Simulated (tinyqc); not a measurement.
# Floating body of a partially depleted SOI transistor: body voltage and kink: what changes with what

Source at 0 V. Channel current Ic = 2 nf K Vt^2 [F(0) - F(Vd)](1 + la Vd), F(V) = ln^2(1 + exp((Vg - VT - nf V)/(2 nf Vt))), VT = VT0 - gb Vb. Saturation voltage Vs = 2 Vt sqrt(F(0)) + 3 Vt, excess Ve = (Vd - Vs + sqrt((Vd - Vs)^2 + 0.0004 V^2))/2, multiplication M1 = Ai Ve exp(-Bl/Ve). Each junction passes D(v) = J1 (exp(v/Vt) - 1) + J2 (exp(v/(2 Vt)) - 1). Bipolar current Ib = bb J1 (exp(Vb/Vt) - 1). The body settles where M1 (Ic + Ib) = D(Vb) + D(Vb - Vd) + Vb/Rb; drain current Id = (1 + M1)(Ic + Ib) - D(Vb - Vd).

Parameters, values chosen for the exercise; values of the order met in partially depleted silicon-on-insulator transistors:
```
symbol,value,unit,meaning
T,300,K,temperature
VT0,0.47,V,threshold at zero body voltage
gb,0.32,,fall of the threshold per volt of body voltage
nf,1.29,,slope factor
K,360,uA/(V^2 um),gain factor per width
la,0.09,1/V,channel-length modulation factor
Ai,3.59,1/V,impact-ionisation prefactor
Bl,8.6,V,impact-ionisation voltage
J1,6e-13,uA/um,diffusion saturation current of each junction
J2,2.4e-9,uA/um,recombination saturation current of each junction
bb,0.5,,gain of the lateral bipolar transistor on the diffusion current
Rb,1e9,kohm um,"resistance of a weak body tie to the source (1e9 stands for no tie, and the term is then dropped)"
Vg,0.76,V,gate voltage
Vd,1.5,V,drain voltage
```

Constants: q = 1.602176634e-19 C, kB = 1.380649e-23 J/K, Vt = kB T/q. Results are converted to the units shown.

Each table varies one quantity; the others keep the values above.

## Output curve and kink

Rows with more than one solution for Vb (latch) are left out; dId/dVd by a forward difference over 1e-4 V, swing = 1e-4 V over the change of log10 Id; M1 under 1e-12 is printed as 0.

Results:
```
Vd (V),Vb (V),M1,"Id, floating (uA/um)","Id, grounded (uA/um)",ratio,"dId/dVd, floating (uS/um)","dId/dVd, grounded (uS/um)"
1,0.4402,9.518e-7,28.25,12.87,2.196,34.02,1.065
1.16,0.5327,1.854e-5,32.69,13.04,2.507,23.17,1.085
1.32,0.5932,1.602e-4,35.96,13.22,2.720,18.18,1.159
1.64,0.6705,0.002724,40.94,13.65,2.999,13.94,1.652
1.8,0.6970,0.007211,43.14,13.95,3.092,13.86,2.144
```

Estimate the missing row, Vd = 1.48 V.

Computed row:
```
Vd (V),Vb (V),M1,"Id, floating (uA/um)","Id, grounded (uA/um)",ratio,"dId/dVd, floating (uS/um)","dId/dVd, grounded (uS/um)"
1.48,0.6370,7.957e-4,38.61,13.41,2.879,15.33,1.333
```

With this row back in the table: Vb rises from 0.440 to 0.697 V and the ratio of the currents rises from 2.20 to 3.09. The output conductance with a floating body exceeds the grounded value by the largest factor among the rows, 31.9, at Vd = 1 V, where Vb = 0.440 V and M1 = 9.52e-7.

## Transfer curve and swing

Same model as above.

Results:
```
Vg (V),Vb (V),M1,"Id, floating (uA/um)","Id, grounded (uA/um)",ratio,"swing, floating (mV/decade)","swing, grounded (mV/decade)"
0.02,0.1699,0.01209,5.014e-6,9.851e-7,5.090,41.88,77.02
0.12,0.4112,0.01198,9.850e-4,1.963e-5,50.18,51.38,77.00
0.22,0.5301,0.01130,0.04919,3.866e-4,127.2,67.70,77.69
0.32,0.5990,0.009143,0.7926,0.007172,110.5,107.9,80.72
0.42,0.6316,0.006237,4.021,0.1067,37.69,189.6,92.66
0.52,0.6444,0.003873,10.57,0.9184,11.51,297.6,128.7
0.72,0.6443,0.001229,33.03,10.06,3.282,536.9,297.2
0.82,0.6365,6.197e-4,48.60,19.49,2.494,659.8,406.5
```

Estimate the missing row, Vg = 0.62 V.

Computed row:
```
Vg (V),Vb (V),M1,"Id, floating (uA/um)","Id, grounded (uA/um)",ratio,"swing, floating (mV/decade)","swing, grounded (mV/decade)"
0.62,0.6474,0.002256,20.31,3.913,5.190,415.6,199.9
```

With this row back in the table: Vb goes from 0.170 through a maximum of 0.647 (at Vg = 0.62 V among the rows listed) to 0.636 V. The smallest swing among the rows is 41.9 mV a decade with a floating body (at Vg = 0.02 V) and 77.0 with a grounded one; Vt ln 10 = 59.5. The floating swing is smaller by more than 3 % for Vg = 0.02, 0.12, 0.22 V, where the rising Vb lowers the threshold as Vg rises. In the first row the floating body raises the current by a factor of 5.09.

Range of the model: The multiplication law is an empirical form chosen for the exercise; self-heating and capacitive coupling to the body are left out, and the linear laws are rough once Vb passes about 0.7 V or M1 about 0.1.

Computed by the program tinyqc: `OMP_NUM_THREADS=1 python tinyqc.py 2182194 2182195 out.jsonl`, one thread of a shared Intel Xeon 2.30GHz, about 0.2 s for the whole run.
